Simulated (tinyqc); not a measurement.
Franz-Keldysh effect at a direct gap, step by step. Values are carried at full precision from step to step, so a last printed digit may differ when a step is redone from the rounded ones.

Parabolic bands, vertical transitions, no excitons. For each hole band j: mr = me mj/(me + mj); joint density of states J_j(E) = (mr/c)^(3/2) sqrt(E - Eg)/(2 pi^2), both spins, c = hbar^2/2m0; averaged matrix element |e.p|^2 = m0 Ep/6; alpha_j(E) = 4 pi^2 alpha_f c Ep J_j/(3 nr E) in 1/angstrom (alpha_f the fine-structure constant, listed as alpha among the constants), times 1e8 for 1/cm.

In a field Fd (1 kV/cm = 1e-5 V/angstrom) the electro-optic energy of band j is th = (c (e Fd)^2/mr)^(1/3), and sqrt(E - Eg) in J_j is replaced by pi sqrt(th) [Ai'(b)^2 - b Ai(b)^2] with b = (Eg - E)/th; Ai is the Airy function.

Constants: hbar^2/2m0 = 3.80998211 eV angstrom^2; fine-structure constant alpha = 0.007297352564.

Values chosen for the exercise (near those of InP; the results hold for these values, not for the real material):
```
symbol  value   unit        meaning
Eg      1.342   eV          direct gap
me      0.0812  m0          electron mass
mhh     0.599   m0          heavy-hole mass
mlh     0.0901  m0          light-hole mass
Ep      21.1    eV          Kane energy
nr      3.41                refractive index
Fd      96      kV/cm       uniform field
E       1.347   eV          photon energy
L       29      micrometre  length of a waveguide
```

## Electro-optic energy and length

For each hole band give mr, th and the length th/(e Fd).

Scales:
```
hole   mr (m0)  th (meV)  length (angstrom)
heavy  0.07151    36.619               38.1
light  0.04271    43.482               45.3
```

The light-hole pair has th larger by a factor 1.187, the cube root of the ratio of reduced masses.

## Airy factors at E

Ai is the Airy function, th the electro-optic energy of each hole band from the table (its other columns are not needed here), b = (Eg - E)/th with th in eV; the factor takes the place of sqrt(E - Eg) in the joint density of states.

Form b, Ai(b), Ai'(b) and the factor pi sqrt(th) [Ai'^2 - b Ai^2] for each band, beside sqrt(E - Eg) (zero below the gap).

Factors:
```
hole         b   Ai(b)   Ai'(b)  factor (eV^(1/2))  without field
heavy  -0.1365  0.3902  -0.2553            0.05168         0.0707
light  -0.1150  0.3847  -0.2563            0.05420         0.0707
```

## Absorption with and without the field

Put the factors in place of sqrt(E - Eg) in alpha_j and add the bands; a waveguide of length L changes its transmission by 4.343 (alpha(F) - alpha(0)) L dB.

alpha_j in the field (1/cm): heavy 1.13e+03, light 548

alpha(F) = 1.68e+03 1/cm
alpha(0) = 2263 1/cm
change of loss = -7.35 dB

Without the field the loss over L is 28 dB, so this energy is of no use for a modulator. Above the gap the field lowers the absorption at this energy; the sign alternates with energy (Franz-Keldysh oscillations). Excitons, which add a sharp peak at low field, are left out.

## Checks

- Airy factor at b = -40 against the zero-field limit sqrt(-b): 6.33 against 6.32.

(tinyqc, `OMP_NUM_THREADS=1 python tinyqc.py 1651515 1651516 out.jsonl`, Intel(R) Xeon(R) Processor @ 2.30GHz, 1 thread, shared host, about 0.01 s.)
